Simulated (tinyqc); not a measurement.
Input admittance of a MOSFET at zero drain bias: distributed channel and distributed gate: one step of the calculation.

Source and drain grounded, strong inversion, w = 2 pi f, Cox = eps0 eox/tox. The channel is an RC line of resistance 1/(mu Cox Vo) per square fed from both ends, so one finger has the intrinsic admittance y = i w Cox L tanh(g)/g per width, g = (1/2) sqrt(i w tau), tau = L^2/(mu Vo). The vertical resistance rv/L is in series with y, the overlaps 2 i w Cov in parallel: y_t = 1/(1/y + rv/L) + 2 i w Cov. The gate strip is a line of Rsh/L per length loaded by y_t, so a finger has Y = y_t Wf tanh(k)/k, k = (Wf/sd) sqrt(y_t Rsh/L); the device has Nf Y.

Task. Input impedance of the device. k and Y as defined; Z = 1/(Nf Y) = R + 1/(i w C); Q = |Im Z|/R; signal at the point farthest from a contact |1/cosh k|.

Inputs (values chosen for the exercise); values of the order met in silicon radio-frequency transistors: channel length L = 1.3 um; finger width Wf = 2 um; number of fingers Nf = 4; sheet resistance of the gate Rsh = 16 ohm/square; number of ends at which a finger is contacted sd = 1; frequency f = 0.43 GHz.

y_t = 1.008894+19.336341i uS/um

Find: k; Nf Y; R; C; Q; signal at the far point.

Result.

k = 0.02239+0.02126i
Nf Y = 0.0081+0.1547i mS
R = 338.4 ohm
C = 57.41 fF
Q = 19.05
signal at the far point = 1.000

Computed by the program tinyqc: `OMP_NUM_THREADS=1 python tinyqc.py 2262142 2262143 out.jsonl`, one thread of a shared Intel Xeon 2.30GHz, about 0.01 s for the whole run.
